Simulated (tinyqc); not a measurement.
What each parameter does: Wannier functions of a composite (isolated) pair of valence bands (bonds of an sp chain).

Each atom has a hybrid pointing left (<) and right (>). H(k): diagonal +V3 on A, -V3 on B; <A<|A>> = -V1a, <B<|B>> = -V1b, <A>|B<> = -V2, <B>|A<> = -V2p exp(ik); k in 1/a, Bloch sums with exp(ikR). The two lowest bands are filled. Trial functions in cell 0: g1 = cos(c) A> + sin(c) B<, and g2 = sin(c) B> + cos(c) A< of cell 1, whose Bloch vector has cos(c) exp(-ik) on A<. Projection A_mn = <psi_m|g_n>, S = A^+ A, Loewdin U = A S^(-1/2), Bloch-like states w_n = sum_m psi_m U_mn, H_W(k) = U^+ diag(E) U. P = sum_m |psi_m><psi_m| is free of phase choices, and S = g^+ P g, w = P g S^(-1/2).

Values chosen for the exercise:
- V2 = 4.57 eV (coupling in the bond A-B inside the cell)
- V2p = 2.93 eV (coupling in the bond to the next cell)
- V1a = 0.78 eV (coupling of the two hybrids on A)
- V1b = 1.68 eV (the same on B)
- V3 = 1.57 eV (A at +V3, B at -V3)
- c = 65 degrees (trial bonds cos(c) on A, sin(c) on B)
- xb = 0.51 a (position of B (A at 0))

N = 12: centres, total spread (point-like hybrids at R and R + xb) and H_12(0).

Results for these values:

| case | centre 1 (a) | centre 2 (a) | total spread (a^2) | H_12(0) (eV) |
|---|---|---|---|---|
| base | 0.3362 | 0.6388 | 0.1122 | -1.1531 |

What happens to each result for xb = 0.56 a, all else kept?

Answer: centre 1 rises from 0.3362 to 0.3687; centre 2 rises from 0.6388 to 0.6749; total spread rises from 0.1122 to 0.1153; H_12(0) does not change at the printed digits.

The same for each parameter in turn:

| case | centre 1 (a) | centre 2 (a) | total spread (a^2) | H_12(0) (eV) |
|---|---|---|---|---|
| base | 0.3362 | 0.6388 | 0.1122 | -1.1531 |
| V2 = 4.97 eV | 0.3303 | 0.6386 | 0.1125 | -1.1406 |
| V2p = 3.33 eV | 0.3368 | 0.6502 | 0.1140 | -1.1397 |
| V1a = 0.98 eV | 0.3350 | 0.6395 | 0.1132 | -1.1491 |
| V1b = 1.88 eV | 0.3362 | 0.6382 | 0.1137 | -1.2888 |
| V3 = 1.97 eV | 0.3535 | 0.6182 | 0.1030 | -1.2197 |
| xb = 0.56 a | 0.3687 | 0.6749 | 0.1153 | -1.1531 |

Program tinyqc; command `OMP_NUM_THREADS=1 python tinyqc.py 1451083 1451084 out.jsonl`; about 0.3 s on one thread of a shared Intel(R) Xeon(R) Processor @ 2.30GHz.
